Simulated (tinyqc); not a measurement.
One-diode model of a solar cell: two steps of the calculation.

J is the current delivered and Vj = V + J Rs the junction voltage. J = X JL - J01 (exp(Vj/(n1 Vt)) - 1) - Vj/Rp. The photocurrent does not depend on voltage.

Values chosen for this exercise; values of the order met in cells of gallium arsenide: temperature T = 323 K; photocurrent at one sun JL = 25.1 mA/cm^2; concentration X = 1 suns; saturation current of the diode J01 = 2.5e-12 A/cm^2; ideality factor of the diode n1 = 1.43; series resistance Rs = 0.082 ohm cm^2; shunt resistance Rp = 20000 ohm cm^2; incident power at one sun Pin = 100 mW/cm^2.

Constants: q = 1.602176634e-19 C, kB = 1.380649e-23 J/K, Vt = kB T/q. Results are converted to the units shown.

Question 1. New Vj. Open circuit: J(Vj) = 0. G = -dJ/dVj = J01 exp(Vj/(n1 Vt))/(n1 Vt) + 1/Rp. Vj(new) = Vj + J/G.

Vj after iteration 1 = 1.2303796 V

Find: J; G; Vj after iteration 2.

Answer 1.

J = -66482 mA/cm^2
G = 1670.9 S/cm^2
Vj after iteration 2 = 1.1906 V

Question 2. Figures of merit. Jsc at V = 0, Voc at J = 0, the maximum power point where J (1 + 2 Rs G) = G Vj with G = -dJ/dVj; FF = Vmp Jmp/(Voc Jsc); efficiency Vmp Jmp/(X Pin). Empirical fill factor without parasitics FF0 = (v - ln(v + 0.72))/(v + 1), v = Voc/(n1 Vt).

Find: Jsc; Voc; Vmp; Jmp; FF; efficiency; FF0.

Answer 2.

Jsc = 25.10 mA/cm^2
Voc = 0.9166 V
Vmp = 0.7936 V
Jmp = 23.86 mA/cm^2
FF = 0.8231
efficiency = 18.94 %
FF0 = 0.8266

FF is 0.41 % below FF0. Removing one loss at a time changes the efficiency by: series resistance +0.05, shunt +0.03 points.

Numbers from tinyqc (`OMP_NUM_THREADS=1 python tinyqc.py 2280131 2280132 out.jsonl`; about 0.01 s on one thread of a shared Intel Xeon 2.30GHz).
